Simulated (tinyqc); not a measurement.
What moves the results: dielectric confinement in a thin film (image charges). A value that a table varies takes the place of the one given here.

A film |z| < t/2 of dielectric constant eps between half-spaces of dielectric constant e2; lam = (eps - e2)/(eps + e2), q = e^2/(4 pi eps0). The self-energy of a band edge is taken with the high-frequency value, e2 = eh, and the field of a fixed ion with the static one, e2 = eo. A charge at z has images lam^|n| at n t + (-1)^n z. Its self-energy is S(z) = (q/2 eps) sum over n >= 1 of lam^n [1/(n t - 2z) + 1/(n t + 2z)] for odd n and 2 lam^n/(n t) for even n; at the centre S(0) = -(q/(eps t)) ln(1 - lam).

Donor at the centre, lam from the static eo, trial function cos(pi z/t) exp(-rho/l): E(l) = c/(m l^2) - (q/eps) times the integral over k of F(k t) (1 + (k l/2)^2)^(-3/2), with F(x) = F0 + 2 lam exp(-x) G/(1 - lam exp(-x)), F0 = 2[(1 - exp(-x/2))/x + x (1 + exp(-x/2))/(x^2 + 4 pi^2)], G = 2 sinh(x/2)[1/x - x/(x^2 + 4 pi^2)]; c = hbar^2/2m0. The binding energy is -E at the minimum, counted from the subband edge with its self-energy.

Constants: e^2/(4 pi eps0) = 14.39964547 eV angstrom; hbar^2/2m0 = 3.80998211 eV angstrom^2; Ry = 13.60569312 eV.

Parameters, chosen for this exercise (near those of a Si (100) film, two-fold valleys, between layers of Al2O3; not measured data):

| symbol | value | unit | meaning |
|---|---|---|---|
| eps | 11.7 |  | dielectric constant of the film |
| eh | 3 |  | high-frequency dielectric constant outside |
| eo | 9.3 |  | static dielectric constant outside |
| m | 0.183 | m0 | mass in the plane |
| mz | 0.923 | m0 | mass across the film |
| ts | (12, 18, 26, 38, 55, 80, 120) | angstrom | thicknesses |
| t | 42 | angstrom | film thickness |

## Thinning the film

<S> is the mean over (2/t) cos^2(pi z/t); confinement c (pi/t)^2/mz; donor binding with and without images.

Results:

| t (angstrom) | <S> (meV) | confinement (meV) | binding, no images (meV) | binding (meV) | l (angstrom) |
|---|---|---|---|---|---|
| 12 | 105.3 | 282.9 | 55.3 | 70.1 | 20.4 |
| 18 | 70.2 | 125.7 | 50.5 | 61.9 | 22.4 |
| 26 | 48.6 | 60.3 | 45.6 | 54.4 | 24.6 |
| 38 | 33.3 | 28.2 | 40.4 | 46.9 | 27.4 |
| 55 | 23.0 | 13.5 | 35.2 | 40.0 | 30.8 |
| 80 | 15.8 | 6.4 | 30.1 | 33.6 | 34.9 |
| 120 | 10.5 | 2.8 | 24.9 | 27.3 | 40.3 |

Between 120 and 12 angstrom the binding goes from 27.3 to 70.1 meV; quantum confinement alone would take it from 24.9 to 55.3, so the images supply +2.4 and +14.8 meV. |<S>| goes as 1/t and exceeds the confinement energy beyond 32 angstrom. For t well above a* = 34 angstrom the separable trial function underbinds, which affects the last rows.

## Choice of the surrounding dielectric

The same film between different dielectrics; in this table one value e2 serves for both eo and eh.

Results:

| case | lam | <S> (meV) | binding (meV) | l (angstrom) |
|---|---|---|---|---|
| e2 = 1 | 0.843 | 59.7 | 138.7 | 24.9 |
| e2 = 2.5 | 0.648 | 34.8 | 93.7 | 25.7 |
| e2 = 3.9 | 0.500 | 23.5 | 74.7 | 26.4 |
| e2 = 7.5 | 0.219 | 8.6 | 51.4 | 27.7 |
| e2 = 16 | -0.155 | -5.2 | 32.0 | 29.8 |
| e2 = 25 | -0.362 | -11.4 | 24.2 | 31.1 |
| e2 = 80 | -0.745 | -21.2 | 13.2 | 34.1 |

The binding spans a factor 10.5, from 139 meV in vacuum to 13.2 meV for e2 = 80; going from 3.9 to 25 changes it by -50.5 meV and the band edge by -34.9 meV, so the binding responds 1.45 times as much as the edge (for an orbit much smaller than t the binding would change by twice the change of S(0), -58.7 meV; here l/t = 0.63 for e2 = 3.9).

## What each parameter does

<S> is the mean over (2/t) cos^2(pi z/t). Each row changes one parameter from the base and keeps the others.

Results:

| case | lam from eh | <S> (meV) | binding (meV) | l (angstrom) |
|---|---|---|---|---|
| base | 0.592 | 30.1 | 45.0 | 28.3 |
| t = 52 angstrom | 0.592 | 24.3 | 41.1 | 30.2 |
| eps = 10.5 | 0.556 | 30.5 | 50.0 | 26.5 |
| eo = 13 | 0.592 | 30.1 | 36.5 | 29.2 |
| eh = 3.9 | 0.500 | 23.5 | 45.0 | 28.3 |
| m = 0.22 m0 | 0.592 | 30.1 | 50.0 | 24.9 |

The largest shifts from the base row, up to three for each result and ties (the steps differ in size, so this ranks the rows, not the parameters). lam from eh: eh -0.092, eps -0.036; unchanged at the printed digits by t, eo and m. <S> (meV): eh -6.5, t -5.8, eps +0.4; unchanged at the printed digits by eo and m. binding (meV): eo -8.5, eps +5.0, m +5.0; unchanged at the printed digits by eh. l (angstrom): m -3.4, t +1.9, eps -1.8; unchanged at the printed digits by eh.

Run: tinyqc, `OMP_NUM_THREADS=1 python tinyqc.py 1251171 1251172 out.jsonl`; Intel(R) Xeon(R) Processor @ 2.30GHz, one thread, shared host; about 0.06 s of CPU time with all checks.
